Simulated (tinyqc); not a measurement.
## Trapped share and trap depth from dynamic on-resistance

Problem. Traps remove the share ft of the electrons in the drain access (length Ld, sheet resistance Rsh before stress), so Ron grows by Rsh Ld ft/(1 - ft). The recovery time goes as T^(-2) exp(q Ea/(kB T)). Find ft and Ea.

Parameters, values chosen for the exercise: drain access length Ld = 8 um.

Constants: q = 1.602176634e-19 C, kB = 1.380649e-23 J/K. Results are converted to the units shown.

Ron before and just after an off-state stress (ohm mm): 6.2999299  8.6977080
Rsh = 510.33792 ohm
recovery times at 340 and 390 K (s): 0.25  0.027708074

Solution. The rise of Ron over Rsh Ld is ft/(1 - ft); ln(t T^2) is linear in 1/T.

ft = 0.370
Ea = 0.440 eV

Program tinyqc, `OMP_NUM_THREADS=1 python tinyqc.py 2570093 2570094 out.jsonl`; Intel Xeon 2.30GHz, shared host, one thread, about 0.03 s.
